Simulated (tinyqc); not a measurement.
# Read current of a NAND string, cells in series solved by shooting: what changes with what

Cells in series, numbered from 0 at the source line (0 V) to the bit line, each followed by a gap resistance Rg. A cell with gate Vg, threshold VT, source Vs and drain Vd passes I = 2 nf K Vt^2 [F(Vs) - F(Vd)]/(1 + th max(Vg - VT, 0)), F(V) = ln^2(1 + exp((Vg - VT - nf V)/(2 nf Vt))). The selected cell has Vg = Vr, the others Vg = Vp.

Values chosen for this exercise; values of the order met in vertical NAND strings: temperature T = 300 K; gain factor of a cell K = 27 uA/V^2; slope factor nf = 1.7; mobility reduction factor th = 0.02 1/V; resistance of the gap between cells Rg = 1.2 kohm; bit-line voltage Vbl = 0.4 V; pass voltage Vp = 7.3 V; threshold of an erased cell Ve = -1.7 V; threshold of the highest state Vh = 3.3 V; threshold of the selected cell Vx = 2.2 V; sensing current Is = 50 nA; read voltage on the selected word line Vr = 3.58 V.

Constants: q = 1.602176634e-19 C, kB = 1.380649e-23 J/K, Vt = kB T/q. Results are converted to the units shown.

Each table varies one quantity; the others keep the values above.

## Read current against the number of cells

For a trial current I start at 0 V and, cell by cell, solve for the drain: sqrt(F(Vd)) = sqrt(F(Vs) - I/k), k = 2 nf K Vt^2/(1 + th max(Vg - VT, 0)), Vd = [Vg - VT - 2 nf Vt ln(exp(sqrt F) - 1)]/nf, then add I Rg. The string current is the I for which the last node reaches Vbl. The apparent threshold is the Vr at which I = Is. Background: all other cells erased (VT = Ve) or all in the highest state (VT = Vh); ratio and shift are high over erased and high minus erased. The selected cell is in the middle, cell n/2.

Read current against the number of cells:
columns A: n; B: I, others erased (uA); C: I, others high (uA); D: ratio; E: apparent VT, erased (V); F: apparent VT, high (V); G: background shift (mV)
```
A         B       C       D      E      F      G
8     4.876   3.250  0.6664  2.236  2.238  1.753
16    3.037   1.820  0.5994  2.238  2.241  3.508
32    1.728  0.9670  0.5596  2.242  2.249  7.028
64   0.9275  0.4989  0.5379  2.250  2.264  14.10
96   0.6338  0.3361  0.5304  2.258  2.280  21.22
128  0.4813  0.2535  0.5266  2.267  2.295  28.39
192  0.3250  0.1699  0.5227  2.283  2.326  42.88
```

With erased neighbours the current falls from 4.88 to 0.325 uA, as n^(-0.68) between the first two rows and n^(-0.97) between the last two (-1 once the series resistance rules). The ratio falls from 0.666 to 0.523 and the background shift rises from 1.75 to 42.9 mV.

## Effect of the bit-line voltage

Same model as above.

The string has 128 cells and the selected one is cell 64.

Effect of the bit-line voltage:
columns A: Vbl (V); B: I, others erased (uA); C: I, others high (uA); D: ratio; E: apparent VT, erased (V); F: apparent VT, high (V); G: background shift (mV)
```
A         B        C       D      E      F      G
0.1  0.1241  0.06754  0.5441  2.280  2.350  69.71
0.2  0.2458   0.1323  0.5383  2.267  2.296  29.28
0.3  0.3649   0.1943  0.5325  2.267  2.295  28.42
0.4  0.4813   0.2535  0.5266  2.267  2.295  28.39
0.5  0.5948   0.3097  0.5207  2.267  2.295  28.39
0.6  0.7052   0.3631  0.5148  2.267  2.295  28.39
0.7  0.8122   0.4134  0.5090  2.267  2.295  28.39
0.8  0.9153   0.4607  0.5033  2.267  2.295  28.39
```

As Vbl goes from 0.1 to 0.8 V, the current with erased neighbours rises from 0.124 to 0.915 uA, that with high neighbours rises from 0.0675 to 0.461 uA and the ratio falls from 0.544 to 0.503. The background shift falls from 69.7 to 28.4 mV.

Program tinyqc, `OMP_NUM_THREADS=1 python tinyqc.py 2142180 2142181 out.jsonl`; Intel Xeon 2.30GHz, shared host, one thread, about 0.9 s.
